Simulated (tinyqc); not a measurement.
# Worked calculation: CMOS latch-up, two-transistor model

Program tinyqc, `OMP_NUM_THREADS=1 python tinyqc.py 2670115 2670116 out.jsonl`; Intel Xeon 2.30GHz, shared host, one thread, about 0.05 s. Printed values are rounded.

A parasitic pnp (emitter at Vdd, base shunted by Rw) and npn (emitter at ground, base shunted by Rs) feed each other: the npn collector current flows out of the pnp base node, the pnp collector current into the npn base node. Forward-active transistors with constant gains: Icn = Isn exp(Vn/Vt), Icp = Isp (exp(Vp/Vt) - 1). A current Ii is injected into the npn base node.

Parameters, values chosen for the exercise; values close to those of bulk CMOS: temperature T = 350 K; current gain of the npn bn = 23; current gain of the pnp bp = 1; saturation current of the npn at T Isn = 7.7e-13 A; saturation current of the pnp at T Isp = 4.4e-12 A; substrate resistance shunting the npn Rs = 360 ohm; well resistance shunting the pnp Rw = 1400 ohm; resistance from the pnp collector to the npn base R2 = 100 ohm; base-emitter voltage in the on state Von = 0.63 V; saturation voltage Vsat = 0.13 V; supply voltage Vdd = 3.3 V; current injected into the substrate Ii = 1.5 mA.

Constants: q = 1.602176634e-19 C, kB = 1.380649e-23 J/K, Vt = kB T/q. Results are converted to the units shown.

## Holding current and voltage

On state with both base-emitter voltages at Von: npn base current Ib = (Von/Rs + bp Von/Rw)/(bn bp - 1), holding current Ih = (bn + 1) Ib + Von/Rs, holding voltage Vh = Vsat + Von + R2 (Ib + Von/Rs).

bn bp = 23
Ib = 0.1 mA
Ih = 4.15 mA
Vh = 0.945 V

Vh is below Vdd = 3.3 V, so the supply can sustain a latched state.

## The off branch

Vn, point 0 to 7 (V): [0.399, 0.479, 0.529, 0.559, 0.579, 0.599, 0.614, 0.629]

Node equations: Vp/Rw + Icp/bp = Icn and Vn/Rs + Icn/bn = Icp + Ii. Loop gain G = gn gp/[(1/Rw + gp/bp)(1/Rs + gn/bn)], gn = Icn/Vt, gp = (Icp + Isp)/Vt; the off state ends where G = 1, and Ii there is the trigger current. For each Vn: Icn, then Vp from the first equation, then Ii from the second.

Icn, point 0 to 7 (mA): [4.2839e-4, 0.0060784, 0.031897, 0.086246, 0.16739, 0.32487, 0.53420, 0.87840]
Vp, point 0 to 7 (V): [5.9974e-4, 0.0085097, 0.044656, 0.12074, 0.23433, 0.44102, 0.52493, 0.55819]
Icp, point 0 to 7 (mA): [8.8370e-11, 1.4343e-9, 1.4941e-8, 2.3664e-7, 1.0410e-5, 0.0098588, 0.15925, 0.47970]
Ii, point 0 to 7 (mA): [1.1084, 1.3308, 1.4708, 1.5565, 1.6156, 1.6682, 1.5695, 1.3057]
G, point 0 to 7: [1.0651e-9, 1.9586e-8, 3.3624e-7, 1.1024e-5, 8.8822e-4, 1.0418, 4.3974, 6.8922]

Ii peaks at 1.668 mA, at Vn = 0.5988 V where G = 1; beyond it the loop feeds itself.

## Iteration 1: response to the injected current, once round the loop per iteration

Vn at the start = 0.45 V

Icn = Isn exp(Vn/Vt); Vp solves Vp/Rw + Icp/bp = Icn; Vn(new) solves Vn/Rs + (Isn/bn) exp(Vn/Vt) = Icp + Ii.

Icn = 0.00232384 mA
Vp = 0.00325337 V
Icp = 5.01163e-10 mA
Vn after iteration 1 = 0.539298 V

## Iteration 2: response to the injected current, once round the loop per iteration

As before.

Icn = 0.0448780 mA
Vp = 0.0628292 V
Icp = 3.09308e-8 mA
Vn after iteration 2 = 0.539298 V

## Course of the iteration: response to the injected current, once round the loop per iteration

Stop when Vn changes by less than 1e-9 V, or after 150 iterations. Vn must stay below 1.1 V.

Course of the iteration:
```
iteration    Vn (V)  |change| (V)
1          0.539298        0.0893
2          0.539298       1.07e-8
3          0.539298      9.21e-15
```

Converged in 3 iterations. The change falls from 0.089 in the first iteration to below the tolerance in the last. An off state exists, since Ii is below the trigger current, the largest Ii that the node equations allow, 1.668 mA.
